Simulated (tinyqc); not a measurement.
## p-type polysilicon, carrier trapping at grain boundaries: effect of the temperature

One-dimensional grains of size Lg, uniform ionised doping N, monovalent traps Qt at each boundary at a depth Et below (for electrons) or above (for holes) the band edge there, abrupt depletion of width W on each side of a boundary, Boltzmann statistics. xi is the distance from the band edge at the grain centre to the Fermi level. Trapped charge Qt/(1 + exp((xi + VB - Et)/Vt)) = 2 N W, barrier VB = q N W^2/(2 eps0 eps_r).

NB is given at 300 K and scales as (T/300 K)^1.5. If the trap equation with xi = Vt ln(NB/N) has a root W < Lg/2, the grain is partly depleted; otherwise W = Lg/2 and the trap equation gives xi = Et - VB + Vt ln(Qt/(N Lg) - 1). N* = Qt/Lg. n0 = NB exp(-xi/Vt); mean density n0 (1 - 2 W/Lg) by charge balance in a partly depleted grain, and n0 (sqrt(pi)/2) erf(u)/u with u = sqrt(VB/Vt) in a fully depleted one; v = sqrt(kB T/(2 pi ms m0)); barrier resistivity Vt exp(VB/Vt)/(q fe n0 v Lg); grain resistivity (1 - 2 W/Lg)/(q n0 mug); effective mobility 1/(q mean density total resistivity). Rows with xi above 0.45 V, towards mid-gap, are left out, since the other carrier type is ignored.

Values chosen for this exercise; values of the order met in polycrystalline silicon: relative permittivity eps_r = 11.7; valence-band density of states at the reference temperature NB = 2.65e19 cm^-3; grain size Lg = 26 nm; trap density of a grain boundary Qt = 1.2e12 cm^-2; depth of the trap level from the majority band edge at the boundary Et = 0.41 eV; mass for thermionic emission ms = 0.55 m0; correction factor of the emission rate fe = 0.25; doping N = 2.1e17 cm^-3.

Constants: q = 1.602176634e-19 C, kB = 1.380649e-23 J/K, m0 = 9.1093837015e-31 kg, Vt = kB T/q, eps0 = 8.8541878128e-14 F/cm where lengths are in cm. Results are converted to the units shown.

The same in every row: N/N* = 0.4550; depleted share 2 W/Lg = 1.000; VB (V) = 0.02744.

Result of one run:

| T (K) | xi (V) | mean density (cm^-3) | resistivity (ohm cm) | effective mobility (cm^2/(V s)) |
|---|---|---|---|---|
| 360 | 0.3882 | 9.868e13 | 1416 | 44.68 |

What becomes of these results when the temperature T is changed from 360 to 400 K, all else the same?

Result of the changed run:

| T (K) | xi (V) | mean density (cm^-3) | resistivity (ohm cm) | effective mobility (cm^2/(V s)) |
|---|---|---|---|---|
| 400 | 0.3888 | 4.061e14 | 339.8 | 45.23 |

The whole series:

| T (K) | xi (V) | mean density (cm^-3) | resistivity (ohm cm) | effective mobility (cm^2/(V s)) |
|---|---|---|---|---|
| 200 | 0.3857 | 1.794e9 | 9.955e7 | 34.95 |
| 240 | 0.3863 | 1.011e11 | 1.574e6 | 39.21 |
| 280 | 0.3869 | 1.873e12 | 7.944e4 | 41.94 |
| 320 | 0.3875 | 1.721e13 | 8310 | 43.65 |
| 360 | 0.3882 | 9.868e13 | 1416 | 44.68 |
| 400 | 0.3888 | 4.061e14 | 339.8 | 45.23 |
| 440 | 0.3894 | 1.310e15 | 104.8 | 45.46 |

As T goes from 200 to 440, VB stays at 0.0274 V, the resistivity falls from 9.96e7 to 105 ohm cm and the effective mobility rises from 35.0 to 45.5 cm^2/(V s). The activation energy kB ln(rho1/rho2)/(1/T1 - 1/T2) is 0.429 eV between the first two rows and 0.446 eV between the last two; mug is held fixed. For T = 320, 360, 400, 440 VB is below Vt, where abrupt depletion and thermionic emission are rough.

Program tinyqc, `OMP_NUM_THREADS=1 python tinyqc.py 2830236 2830237 out.jsonl`; Intel Xeon 2.30GHz, shared host, one thread, about 0.01 s.
